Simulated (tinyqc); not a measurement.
What moves the results: propagation of a band-gap error through k.p and effective-mass formulas. A value that a table varies takes the place of the one given here.

Chain, for a gap E (the reference Eg or another value), with Ep and Dso kept: 1/me = 1 + Ep (E + 2 Dso/3)/(E (E + Dso)); g* = 2 - 2 Ep Dso/(3 E (E + Dso)); g1(E) = g1 + (Ep/3)(1/E - 1/Eg), g2(E) = g2 + (Ep/6)(1/E - 1/Eg), light hole 1/(g1 + 2 g2), heavy hole 1/(g1 - 2 g2) along [100]; optical constant ei(E) = 1 + (ei - 1)(EP/(EP + E - Eg))^2, static e0(E) = ei(E) + e0 - ei.

Donor: R = Ry me/e0^2, a_B = a0 e0/me, Mott density (0.26/a_B)^3. Nc, Nv = 2 (m kT/(4 pi c))^(3/2), c = hbar^2/2m0, ni = sqrt(Nc Nv) exp(-E/2kT). Exciton: Ry mu/e0^2 with 1/mu = 1/me + g1(E). 1 angstrom^-3 = 1e24 cm^-3.

Constants: Ry = 13.60569312 eV; a0 (Bohr radius) = 0.5291772105 angstrom; kB = 8.617333262e-05 eV/K; hbar^2/2m0 = 3.80998211 eV angstrom^2.

Inputs chosen for the exercise (reference values near those of InP, gap at low temperature; not measured data): Eg = 1.438 eV (gap at Gamma to the s-like level); Dso = 0.106 eV (spin-orbit splitting); Ep = 21.1 eV (Kane energy); g1 = 5.09 (Luttinger gamma1); g2 = 1.61 (gamma2); e0 = 12.34 (static dielectric constant); ei = 9.72 (optical dielectric constant); EP = 5.34 eV (mean (Penn) gap); mh = 0.49 m0 (density-of-states mass of the holes); T = 300 K (temperature); Eg2 = 1.625 eV (a wrong gap, of the size a hybrid functional can give).

## The size of the error

E = f Eg; ratios against f = 1.

Results:
```
f,E (eV),me ratio,light-hole ratio,e0 ratio,donor ratio,Mott ratio,g*,log10 ni ratio
0.25,0.359,0.278,0.221,1.403,0.141,0.00775,-6.910,8.64
0.40,0.575,0.429,0.362,1.299,0.254,0.0360,-1.805,6.97
0.60,0.863,0.624,0.560,1.181,0.448,0.148,0.216,4.68
0.80,1.150,0.815,0.773,1.083,0.695,0.426,0.968,2.35
1.00,1.438,1.000,1.000,1.000,1.000,1.00,1.328,0.00
1.20,1.726,1.181,1.244,0.930,1.366,2.05,1.528,-2.36
1.50,2.157,1.443,1.646,0.842,2.034,5.03,1.695,-5.92
2.00,2.876,1.859,2.431,0.732,3.470,16.4,1.826,-11.88
```

What can be read from the table?

Between f = 0.8 and 1.2 the mean powers d ln(ratio)/d ln f are 0.91 for me, 1.17 for the light hole, -0.38 for e0, 1.67 for the donor energy and 3.87 for the Mott density; ni moves by -0.82 decades per 0.1 eV, against -0.1 eV/(2 kT ln 10) = -0.84 from the exponential alone, the rest coming from Nc through me^(3/4). g* changes sign between f = 0.40 and 0.60; the place of this zero hangs on remote bands, which are left out.

## What each input does

All at E = Eg2. Each row changes one parameter from the base and keeps the others.

Results:
```
case,me (m0),light hole (m0),e0,donor (meV),exciton (meV),log10 ni
base,0.0729,0.1392,11.76,7.171,5.392,4.665
Eg2 = 1.755 eV,0.0782,0.1528,11.39,8.197,6.169,3.596
Dso = 0.114 eV,0.0730,0.1392,11.76,7.181,5.397,4.665
Ep = 19.412 eV,0.0787,0.1375,11.76,7.745,5.695,4.690
g1 = 5.497,0.0729,0.1317,11.76,7.171,5.274,4.665
EP = 4.913 eV,0.0729,0.1392,11.71,7.229,5.436,4.665
ei = 10.498,0.0729,0.1392,11.71,7.234,5.439,4.665
mh = 0.529 m0,0.0729,0.1392,11.76,7.171,5.392,4.690
T = 324 K,0.0729,0.1392,11.76,7.171,5.392,5.726
```

What does this show?

The largest shifts from the base row, up to three for each result and ties (the steps differ in size, so this ranks the rows, not the parameters). me (m0): Ep +0.0058, Eg2 +0.0053, Dso +0.0001; unchanged at the printed digits by g1, EP, ei, mh and T. light hole (m0): Eg2 +0.0136, g1 -0.0075, Ep -0.0017; unchanged at the printed digits by Dso, EP, ei, mh and T. e0: Eg2 -0.37, ei -0.05, EP -0.05; unchanged at the printed digits by Dso, Ep, g1, mh and T. donor (meV): Eg2 +1.026, Ep +0.574, ei +0.064; unchanged at the printed digits by g1, mh and T. exciton (meV): Eg2 +0.777, Ep +0.304, g1 -0.118; unchanged at the printed digits by mh and T. log10 ni: Eg2 -1.069, T +1.061, Ep +0.025, mh +0.025; unchanged at the printed digits by Dso, g1, EP and ei.

Run: tinyqc, `OMP_NUM_THREADS=1 python tinyqc.py 1880747 1880748 out.jsonl`; Intel(R) Xeon(R) Processor @ 2.30GHz, one thread, shared host; about 0.01 s of CPU time with all checks.
